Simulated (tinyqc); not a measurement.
Inside a calculation. Model: four-point probe, van der Pauw, Hall and spreading-resistance readings of a semiconductor layer. Computed by tinyqc, a small Python program that keeps every step. Command: `OMP_NUM_THREADS=1 python tinyqc.py 3110328 3110329 out.jsonl probe walk`. One thread of a shared host (Intel(R) Xeon(R) Processor @ 2.30GHz), about 0.01 s of CPU time with the checks. Intermediate numbers are printed to about 5 digits and carried at full precision; extremes and crossings named in words are read from the listed rows.

The layer is uniform and ohmic; contacts are points unless a radius is given.

Inputs (values chosen for the exercise, modelled on n-type silicon):
```
quantity,value,unit
carrier density n,1.7e+14,1/cm^3
drift mobility mu,1400,cm^2/(V s)
layer thickness t,3000,micrometre
probe spacing s,1.588,mm
current I,0.03,mA
side ratio a/b of the van der Pauw rectangle,1.9,-
magnetic field B,1.2,T
Hall factor r_H,1,-
wafer diameter over spacing D/s,5.7,-
```

Backing of the layer: insulating.

Constants: e = 1.602176634e-19 C.

## Resistivity and sheet resistance

rho = 1/(e n mu); R_s = rho/t.

resistivity rho = 26.225 ohm cm

sheet resistance R_s = 87.416 ohm/square

## Four-point voltage

Collinear probes with equal spacing on a layer with insulating backing: images at depth 2 m t give V = (rho I/(2 pi s)) G, G = 1 + 4 sum_(m>=1) [1/sqrt(1 + (2 m u)^2) - 1/sqrt(4 + (2 m u)^2)], u = t/s; the sum runs to m = 20000, with the tail 3/(32 u^3 M^2) added to the sum for M = 20000. Limits: thick, rho = 2 pi s V/I; thin on an insulator, rho = (pi/ln 2) t V/I.

t/s = 1.8892

G = 1.1092

voltage V = 0.87462 mV

rho by the thick formula = 29.089 ohm cm

rho by the thin formula = 39.641 ohm cm

The thick formula is off by +10.9 % and the thin one by +51.2 %.

## Thickness correction

The last two columns give rho(formula)/rho for rho = 2 pi s V/I and rho = (pi/ln 2) t V/I.

Correction against t/s:
```
t/s,G,thick formula,thin formula
0.1,13.863,13.863,1.0000
0.2,6.931,6.931,1.0000
0.3,4.621,4.621,1.0000
0.5,2.780,2.780,1.0026
0.7,2.017,2.017,1.0187
1.0,1.504,1.504,1.0852
1.5,1.197,1.197,1.2955
2.0,1.094,1.094,1.5781
3.0,1.031,1.031,2.2304
5.0,1.007,1.007,3.6319
```

The thin formula holds to 1 % up to t/s = 0.5 and the thick one holds to 1 % from t/s = 5.

## Finite wafer

For a thin circular wafer probed at its centre, R_s = C V/I with C = pi/(ln 2 + ln[((D/s)^2 + 3)/((D/s)^2 - 3)]).

factor C = 3.5767

error if pi/ln 2 is used = 26.719 %

## The two van der Pauw resistances

Thin rectangle with point contacts at the corners; for R_B current and voltage contacts lie along the two sides of length a, for R_A along those of length b: exp(-pi R_A/R_s) = (theta_4/theta_3)^4, exp(-pi R_B/R_s) = (theta_2/theta_3)^4 with q = exp(-pi a/b), theta_2 = 2 sum_(m>=0) q^((m + 1/2)^2), theta_3 = 1 + 2 sum_(m>=1) q^(m^2), theta_4 = 1 + 2 sum_(m>=1) (-1)^m q^(m^2).

R_A = 1.1383 ohm

R_B = 89.509 ohm

ratio R_B/R_A = 78.635

## Solving the van der Pauw equation

Solve exp(-pi z R_A) + exp(-pi z R_B) = 1 for z = 1/R_s by seven Newton steps from z = 2 ln 2/(pi (R_A + R_B)); f = R_s 2 ln 2/(pi (R_A + R_B)).

Steps:
```
step,1/z (ohm),left side less 1
0,205.42,2.3713e-01
1,124.57,7.6323e-02
2,96.64,1.8156e-02
3,88.38,1.8508e-03
4,87.43,2.4447e-05
5,87.42,4.3959e-09
6,87.42,0
```

R_s found = 87.416 ohm/square

correction f = 0.42554

Averaging R_A and R_B without f would overstate R_s by 135.0 %.

## Hall reading

V_H = r_H I B/(e n t); apparent density n/r_H; Hall mobility r_H mu; Hall angle tan = r_H mu B (SI).

Hall voltage = 0.44058 mV

apparent density = 1.70e+14 1/cm^3

Hall mobility = 1400 cm^2/(V s)

tangent of the Hall angle = 0.168

Checks made by the program: thin limit of G, 2 ln 2/u at u = 0.02 (relative difference below 1e-10); R_s recovered (relative difference below 1e-10).
